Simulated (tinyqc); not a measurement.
Raman shift of the zone-centre optical phonon of a diamond-structure crystal under stress: one step, computed by the program tinyqc. Command: `OMP_NUM_THREADS=1 python tinyqc.py 3031416 3031417 out.jsonl ramanstress walk`. One thread of a shared host (Intel(R) Xeon(R) Processor @ 2.30GHz), about 0.01 s of CPU time with the checks.

Axes x, y, z are the cube axes. Strain shifts the threefold optical mode and can split it; p, q and r are the phonon deformation potentials.

Question. Secular matrix and shifts. Secular matrix: M_xx = p eps_xx + q (eps_yy + eps_zz), M_xy = 2 r eps_xy; its eigenvalues are omega^2 - omega_0^2, and the shifts are these over 2 omega_0.

Inputs (values chosen for the exercise, modelled on silicon):
```
quantity,value,unit
unstrained frequency omega_0,520.9,1/cm
p/omega_0^2,-1.91,-
q/omega_0^2,-2.2,-
r/omega_0^2,-0.745,-
```

Stress state: biaxial. Axis: [111].

strain (per mille):
```
,x,y,z
x,1.811717,-1.681803,-1.681803
y,-1.681803,1.811717,-1.681803
z,-1.681803,-1.681803,1.811717
```

Give: M/(2 omega_0); shifts, in rising order.

Answer.

M/(2 omega_0) (1/cm):
```
,x,y,z
x,-2.977,0.653,0.653
y,0.653,-2.977,0.653
z,0.653,0.653,-2.977
```

shifts, in rising order (1/cm): [-3.630, -3.630, -1.672]
